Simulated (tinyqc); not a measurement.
Inside a calculation. Method: UHF in the 6-31g basis, for H3, spin multiplicity 2. This run ends on a higher stationary point, not on the lowest solution. One step of it, computed by the program tinyqc.

Task: Iteration 37 (converged): orbitals. Diagonalise F' = X^T F X, C = X C', fill 2 alpha and 1 beta electrons from the bottom; D(s) = C_occ C_occ^T. Each column has its largest component positive (the first on a tie).

converged F(alpha) (hartree), lower triangle:
```
           1H 1s      1H 2s      2H 1s      2H 2s      3H 1s      3H 2s
1H 1s   0.112700
1H 2s  -0.389011  -0.314973
2H 1s  -0.245897  -0.316447   0.112700
2H 2s  -0.316447  -0.353162  -0.389011  -0.314973
3H 1s  -0.108374  -0.240570  -0.108374  -0.240570  -0.126545
3H 2s  -0.215037  -0.288940  -0.215037  -0.288940  -0.550456  -0.405314
```

converged F(beta) (hartree), lower triangle:
```
           1H 1s      1H 2s      2H 1s      2H 2s      3H 1s      3H 2s
1H 1s   0.155225
1H 2s  -0.362891  -0.279209
2H 1s  -0.228876  -0.301287   0.155225
2H 2s  -0.301287  -0.324391  -0.362891  -0.279209
3H 1s  -0.143519  -0.177567  -0.143519  -0.177567   0.468014
3H 2s  -0.245737  -0.247762  -0.245737  -0.247762  -0.134220  -0.086482
```

X, lower triangle:
```
           1H 1s      1H 2s      2H 1s      2H 2s      3H 1s     3H 2s
1H 1s   1.261486
1H 2s  -0.516822   1.533113
2H 1s   0.033314   0.010696   1.261486
2H 2s   0.010696  -0.336744  -0.516822   1.533113
3H 1s   0.033129   0.014246   0.033129   0.014246   1.260442
3H 2s   0.018789  -0.280522   0.018789  -0.280522  -0.512335  1.491042
```

Give: F' = X^T F X; orbital energies; coefficients C; F' = X^T F X; orbital energies; coefficients C; D(alpha) after iteration 37; D(beta) after iteration 37.

Result:

F' = X^T F X (alpha) (hartree), lower triangle:
```
        1       2       3       4       5      6
1   0.581
2  -0.588   0.219
3  -0.065  -0.131   0.581
4  -0.131  -0.158  -0.588   0.219
5   0.036  -0.060   0.036  -0.060   0.389
6  -0.047  -0.086  -0.047  -0.086  -0.710  0.142
```

orbital energies (alpha) (hartree): MO1 -0.592, MO2 -0.334, MO3 0.035, MO4 0.953, MO5 0.987, MO6 1.081

coefficients C (alpha):
```
         MO1     MO2     MO3     MO4     MO5     MO6
1H 1s  0.177  -0.187   0.221   0.481  -0.919   0.819
1H 2s  0.214  -0.437   0.835  -0.602   1.091  -0.568
2H 1s  0.177  -0.187  -0.221   0.481   0.919   0.819
2H 2s  0.214  -0.437  -0.835  -0.602  -1.091  -0.568
3H 1s  0.289   0.311   0.000  -1.073   0.000   0.722
3H 2s  0.373   0.739   0.000   1.318   0.000  -0.469
```

F' = X^T F X (beta) (hartree), lower triangle:
```
        1       2       3       4       5      6
1   0.619
2  -0.572   0.241
3  -0.053  -0.120   0.619
4  -0.120  -0.146  -0.572   0.241
5  -0.004  -0.068  -0.004  -0.068   0.880
6  -0.088  -0.115  -0.088  -0.115  -0.482  0.345
```

orbital energies (beta) (hartree): MO1 -0.487, MO2 0.055, MO3 0.147, MO4 1.003, MO5 1.043, MO6 1.183

coefficients C (beta):
```
         MO1     MO2     MO3     MO4     MO5     MO6
1H 1s  0.233   0.213  -0.079  -0.921   0.877   0.372
1H 2s  0.359   0.846  -0.376   1.082  -0.796  -0.135
2H 1s  0.233  -0.213  -0.079   0.921   0.877   0.372
2H 2s  0.359  -0.846  -0.376  -1.082  -0.796  -0.135
3H 1s  0.088   0.000   0.186   0.000  -0.465   1.263
3H 2s  0.115   0.000   1.044   0.000   0.701  -1.025
```

D(alpha) after iteration 37, lower triangle:
```
        1H 1s   1H 2s   2H 1s   2H 2s  3H 1s  3H 2s
1H 1s   0.066
1H 2s   0.120   0.237
2H 1s   0.066   0.120   0.066
2H 2s   0.120   0.237   0.120   0.237
3H 1s  -0.007  -0.074  -0.007  -0.074  0.180
3H 2s  -0.072  -0.243  -0.072  -0.243  0.338  0.685
```

D(beta) after iteration 37, lower triangle:
```
       1H 1s  1H 2s  2H 1s  2H 2s  3H 1s  3H 2s
1H 1s  0.054
1H 2s  0.084  0.129
2H 1s  0.054  0.084  0.054
2H 2s  0.084  0.129  0.084  0.129
3H 1s  0.020  0.032  0.020  0.032  0.008
3H 2s  0.027  0.041  0.027  0.041  0.010  0.013
```
